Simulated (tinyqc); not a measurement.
What moves the results: dielectric confinement in a thin film (image charges). A value that a table varies takes the place of the one given here.

A film |z| < t/2 of dielectric constant eps between half-spaces of dielectric constant e2; lam = (eps - e2)/(eps + e2), q = e^2/(4 pi eps0). The self-energy of a band edge is taken with the high-frequency value, e2 = eh, and the field of a fixed ion with the static one, e2 = eo. A charge at z has images lam^|n| at n t + (-1)^n z. Its self-energy is S(z) = (q/2 eps) sum over n >= 1 of lam^n [1/(n t - 2z) + 1/(n t + 2z)] for odd n and 2 lam^n/(n t) for even n; at the centre S(0) = -(q/(eps t)) ln(1 - lam).

Donor at the centre, lam from the static eo, trial function cos(pi z/t) exp(-rho/l): E(l) = c/(m l^2) - (q/eps) times the integral over k of F(k t) (1 + (k l/2)^2)^(-3/2), with F(x) = F0 + 2 lam exp(-x) G/(1 - lam exp(-x)), F0 = 2[(1 - exp(-x/2))/x + x (1 + exp(-x/2))/(x^2 + 4 pi^2)], G = 2 sinh(x/2)[1/x - x/(x^2 + 4 pi^2)]; c = hbar^2/2m0. The binding energy is -E at the minimum, counted from the subband edge with its self-energy.

Constants: e^2/(4 pi eps0) = 14.39964547 eV angstrom; hbar^2/2m0 = 3.80998211 eV angstrom^2; Ry = 13.60569312 eV.

Values chosen for the exercise (near those of an InGaAs film between layers of HfO2; shifted at random, so the results belong to these values and not to a real crystal): eps = 13 (dielectric constant of the film); eh = 4 (high-frequency dielectric constant outside); eo = 21.8 (static dielectric constant outside); m = 0.046 m0 (mass in the plane); mz = 0.047 m0 (mass across the film); ts = (10, 15, 22, 32, 48, 70, 100) angstrom (thicknesses); t = 36 angstrom (film thickness).

## Thinning the film

<S> is the mean over (2/t) cos^2(pi z/t); confinement c (pi/t)^2/mz; donor binding with and without images.

Results:
```
t (angstrom)  <S> (meV)  confinement (meV)  binding, no images (meV)  binding (meV)  l (angstrom)
10                 96.4             8000.6                      13.8            5.7         117.6
15                 64.3             3555.8                      13.4            5.8         115.5
22                 43.8             1653.0                      12.9            6.0         113.7
32                 30.1              781.3                      12.3            6.1         112.5
48                 20.1              347.3                      11.5            6.3         112.8
70                 13.8              163.3                      10.6            6.3         115.2
100                 9.6               80.0                       9.7            6.2         119.8
```

Between 100 and 10 angstrom the binding goes from 6.2 to 5.7 meV; quantum confinement alone would take it from 9.7 to 13.8, so the images supply -3.5 and -8.2 meV. |<S>| goes as 1/t and exceeds the confinement energy beyond 830 angstrom. Hard-wall energies above 300 meV (up to t = 48 angstrom) overstate the confinement: walls are finite and valleys non-parabolic.

## Choice of the surrounding dielectric

The same film between different dielectrics; in this table one value e2 serves for both eo and eh.

Results:
```
case         lam  <S> (meV)  binding (meV)  l (angstrom)
e2 = 1     0.857       65.8           99.9          54.5
e2 = 2.5   0.677       39.4           57.6          59.9
e2 = 3.9   0.538       27.4           41.0          64.5
e2 = 7.5   0.268       11.4           22.4          75.3
e2 = 16   -0.103       -3.7            9.3          98.1
e2 = 25   -0.316      -10.6            5.1         120.0
e2 = 80   -0.720      -21.6            0.8         238.4
```

The binding spans a factor 121.3, from 100 meV in vacuum to 0.8 meV for e2 = 80; going from 3.9 to 25 changes it by -35.9 meV and the band edge by -38.0 meV, so the binding responds 0.94 times as much as the edge (for an orbit much smaller than t the binding would change by twice the change of S(0), -64.5 meV; here l/t = 1.79 for e2 = 3.9).

## What each parameter does

<S> is the mean over (2/t) cos^2(pi z/t). Each row changes one parameter from the base and keeps the others.

Results:
```
case             lam from eh  <S> (meV)  binding (meV)  l (angstrom)
base                   0.529       26.8            6.2         112.4
t = 30 angstrom        0.529       32.1            6.1         112.6
eps = 11.7             0.490       26.7            6.7         106.0
eo = 30.5              0.529       26.8            3.8         132.8
eh = 5.2               0.429       20.1            6.2         112.4
m = 0.055 m0           0.529       26.8            7.5          94.1
```

The largest shifts from the base row, up to three for each result and ties (the steps differ in size, so this ranks the rows, not the parameters). lam from eh: eh -0.101, eps -0.039; unchanged at the printed digits by t, eo and m. <S> (meV): eh -6.7, t +5.4, eps -0.0; unchanged at the printed digits by eo and m. binding (meV): eo -2.4, m +1.3, eps +0.5; unchanged at the printed digits by eh. l (angstrom): eo +20.4, m -18.3, eps -6.4; unchanged at the printed digits by eh.

tinyqc: `OMP_NUM_THREADS=1 python tinyqc.py 1280476 1280477 out.jsonl`; about 0.06 s, one thread, shared Intel(R) Xeon(R) Processor @ 2.30GHz.
